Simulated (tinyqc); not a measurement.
# Thermal, flicker and telegraph noise of a field-effect transistor, step by step

A worked calculation. Computed by tinyqc, a small Python program that keeps every step. Command: `OMP_NUM_THREADS=1 python tinyqc.py 3005843 3005844 out.jsonl noise walk`. One thread of a shared host (Intel(R) Xeon(R) Processor @ 2.30GHz), about 0.01 s of CPU time with the checks. Intermediate numbers are printed to about 6 digits and carried at full precision; extremes and crossings named in words are read from the listed rows.

Strong inversion, threshold roll-off and channel-length modulation left out; noise sources are uncorrelated and are given as one-sided spectral densities.

Inputs (values chosen for the exercise, modelled on a silicon n-channel):

| quantity | value | unit |
|---|---|---|
| width W | 13 | micrometre |
| length L | 84 | nm |
| electrical oxide thickness t | 3.9 | nm |
| mobility mu | 130 | cm^2/(V s) |
| saturation velocity v_s | 1 | 1e7 cm/s |
| overdrive V_ov | 0.4 | V |
| thermal noise factor gamma | 0.667 | - |
| oxide trap density N_t | 8.3e+15 | 1/(eV cm^3) |
| oxide barrier phi | 1.6 | eV |
| oxide mass m_ox | 0.25 | m_0 |
| Hooge parameter alpha_H | 8e-05 | - |
| frequency f | 300 | Hz |
| temperature T | 200 | K |

Operating region: saturation. Flicker model: Hooge.

Constants: eps_0 = 8.8541878128e-12 F/m; hbar = 1.054571817e-34 J s; m_0 = 9.1093837015e-31 kg; e = 1.602176634e-19 C; k_B = 8.617333262e-05 eV/K; k_B = 1.380649e-23 J/K.

## Operating point

C_ox = 3.9 eps_0/t; V_c = 2 v_s L/mu; I = W C_ox v_s V_ov^2/(V_ov + V_c); g_m = W C_ox v_s V_ov (V_ov + 2 V_c)/(V_ov + V_c)^2; g_d0 = mu C_ox (W/L) V_ov.

C_ox = 0.885419 microfarad/cm^2

drain current I = 1088.26 microampere

g_m = 4798.24 microsiemens

g_d0 = 7125.51 microsiemens

## Flicker noise

Tunnelling length lambda = hbar/(2 sqrt(2 m_ox phi)); flat-band noise S_Vfb = e^2 k_B T lambda N_t/(W L C_ox^2 f). Hooge: S_I = I^2 alpha_H/(f N), N = W L C_ox V_ov/e (the source-end density).

tunnelling length lambda = 1.54313 angstrom

S_Vfb = 2.20629e-14 V^2/Hz

flicker S_I = 1.30832e-17 A^2/Hz

flicker S_I/I^2 = 1.10471e-11 1/Hz

## Thermal noise and corner

Thermal: S_I = 4 k_B T gamma g_d0; input-referred S_V = S_I/g_m^2; corner f_c where flicker equals thermal. Total input noise from 1 Hz to f_c: sqrt(S_V,thermal [f_c ln(f_c/1 Hz) + f_c - 1 Hz]).

thermal S_I = 5.24947e-23 A^2/Hz

input-referred thermal noise = 1.51000 nV/sqrt(Hz)

corner frequency f_c = 7.47686e+07 Hz

input noise up to f_c = 57.1073 microvolt

full shot noise 2eI over thermal S_I = 6.64290

At f the noise is flicker dominated (f_c/f = 249000).

## How many traps?

Active traps per decade of time constant: N_dec = N_t k_B T W L lambda ln(10); a single trap at the interface shifts the threshold by e/(W L C_ox) and the current by g_m times that; tunnelling depth for frequency f, z = lambda ln(1/(2 pi f tau_0)), tau_0 = 1e-10 s.

traps per decade = 0.0555036

threshold step of one trap = 0.0165706 mV

current step of one trap = 0.00730614 %

depth probed at f = 2.38941 nm

With fewer than one trap per decade the spectrum is not a smooth 1/f but a few Lorentzians, seen in time as telegraph steps, and S_Vfb is only the mean over many devices.

## Telling the models apart

The formulas are those given above.

Against the overdrive:

| V_ov (V) | I (microampere) | (g_m/I)^2 (1/V^2) | S_I/I^2 (1/Hz) | S_I/g_m^2 (V^2/Hz) |
|---|---|---|---|---|
| 0.20 | 308.53 | 87.0470 | 2.20942e-11 | 2.53819e-13 |
| 0.25 | 466.45 | 54.0463 | 1.76753e-11 | 3.27040e-13 |
| 0.32 | 731.05 | 31.6943 | 1.38089e-11 | 4.35689e-13 |
| 0.40 | 1088.26 | 19.4401 | 1.10471e-11 | 5.68263e-13 |
| 0.50 | 1605.53 | 11.8478 | 8.83767e-12 | 7.45935e-13 |
| 0.63 | 2376.57 | 7.0458 | 7.01402e-12 | 9.95488e-13 |
| 0.80 | 3520.84 | 4.0887 | 5.52354e-12 | 1.35092e-12 |
| 1.00 | 5021.33 | 2.4453 | 4.41883e-12 | 1.80704e-12 |

S_I/I^2 falls as V_ov^-1.00 at first and V_ov^-1.00 at the end; (g_m/I)^2 as V_ov^-2.14 and V_ov^-2.30. S_I/I^2 follows 1/N, so the input-referred noise rises by a factor 7.12, roughly as V_ov.

Checks made by the program: g_m against a numerical derivative of I (relative difference below 1e-10).
